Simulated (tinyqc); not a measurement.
From 1S(3/2) binding energy back to Luttinger gamma_1: shallow acceptor in the spherical model (Baldereschi-Lipari), strong spin-orbit limit. Computed by tinyqc, a small Python program. Command: `OMP_NUM_THREADS=1 python tinyqc.py 3012389 3012390 out.jsonl acceptor inv`. One thread of a shared host (Intel(R) Xeon(R) Processor @ 2.30GHz), about 0.05 s of CPU time with the checks.

The 1S(3/2) state has an s envelope f(r) and a d envelope g(r). In effective units they obey -(f'' + 2f'/r + 2f/r) + mu (g'' + 5g'/r + 3g/r^2) = E f and -(g'' + 2g'/r - 6g/r^2 + 2g/r) + mu (f'' - f'/r) = E g. The cubic term, the split-off band and the central cell are left out.

Inputs (values chosen for the exercise, modelled on CdTe): Luttinger gamma_2 = 1.11; Luttinger gamma_3 = 1.62; dielectric constant eps = 10.5.

Constants: Ry = 13.605693123 eV; a_0 = 0.529177210903 angstrom.

Method:
- Ry* = Ry/(gamma_1 eps^2), a* = a_0 eps gamma_1, mu = (6 gamma_3 + 4 gamma_2)/(5 gamma_1), delta = (gamma_3 - gamma_2)/gamma_1; spherical masses 1/(gamma_1 (1 - mu)) (heavy) and 1/(gamma_1 (1 + mu)) (light).
- Basis: f_i = exp(-zeta_i r), g_i = r exp(-zeta_i r), weight r^2 dr, s = zeta_i + zeta_j. S_ff = 2/s^3, H_ff = zeta_i zeta_j S_ff - 2/s^2; S_gg = 24/s^5, H_gg = 8/s^3 + 24 zeta_i zeta_j/s^5 - 12/s^4; H(f_i, g_j) = mu (6 zeta_i^2/s^4 + 2 zeta_i/s^3); S_fg = 0. Each function is normalised by sqrt(S_ii).
- Large basis: zeta_i = 0.08 x 1.55^(i-1), i = 1..20 in each channel; overlap eigenvalues below 1e-11 are dropped.
- Binding energies are -E Ry*; the mass that fits is E(1S) eps^2/Ry.

Question. A run gave the result below. Find the Luttinger gamma_1, known to lie between 3.1 and 5.7.

1S(3/2) binding energy = 58.84296 meV

Answer.

Each step takes the trial c = (a f_b - b f_a)/(f_b - f_a), f being the result less the target and a, b, c the logarithms of the listed values; c replaces end b, the old b replaces a if the sign of f changed, and otherwise f_a is halved.

Scan of the range:

| Luttinger gamma_1 | 1S(3/2) binding energy (meV) |
|---|---|
| 3.10 | 217.142 |
| 3.43 | 104.394 |
| 3.80 | 68.613 |
| 4.20 | 51.248 |
| 4.65 | 40.527 |
| 5.15 | 33.258 |
| 5.70 | 28.006 |

False position (Illinois rule, in the logarithm of the input) inside the bracket:

| step | end a | end b | trial | 1S(3/2) binding energy (meV) |
|---|---|---|---|---|
| 1 | 3.80000 | 4.20000 | 4.02011 | 57.6680 |
| 2 | 3.80000 | 4.02011 | 3.97646 | 59.5161 |
| 3 | 4.02011 | 3.97646 | 3.99231 | 58.8299 |
| 4 | 3.97646 | 3.99231 | 3.99200 | 58.8428 |
| 5 | 3.97646 | 3.99200 | 3.99200 | 58.8431 |
| 6 | 3.99200 | 3.99200 | 3.99200 | 58.8430 |

1S(3/2) binding energy falls at every point of a 13-point scan of the range (every second point is shown), so one value fits; it is bracketed by 3.80 and 4.20. Answer: Luttinger gamma_1 = 3.992.
